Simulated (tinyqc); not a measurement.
Deal-Grove kinetics of thermal oxidation of silicon: one step, computed by the program tinyqc.

Oxidant diffuses through the oxide and reacts at the interface, so that dx/dt = B/(A + 2x) for the oxide thickness x.

Question. Rate constants. B = B0 p exp(-E_B/(k_B T)), B/A = (B/A)0 p^m exp(-E_A/(k_B T)), p in atm; A = B/(B/A). Temperatures in kelvin are T(C) + 273.15.

Inputs (values chosen for the exercise, close to those used for silicon): prefactor B0 = 407 um^2/h; activation energy E_B = 0.778 eV; prefactor (B/A)0 = 8.37e+07 um/h; activation energy E_A = 2.05 eV; temperature T = 1075 C; oxidant pressure p = 1 atm; pressure exponent m of B/A = 1.

Ambient: steam. Surface: (100).

Constants: k_B = 8.617333262e-05 eV/K.

Give: parabolic constant B; linear constant B/A; length A.

Answer.

parabolic constant B = 0.5026 um^2/h

linear constant B/A = 1.816 um/h

length A = 0.2767 um

Reaction at the interface limits growth while x is well below A/2 = 0.138 um, diffusion once x is well above it.
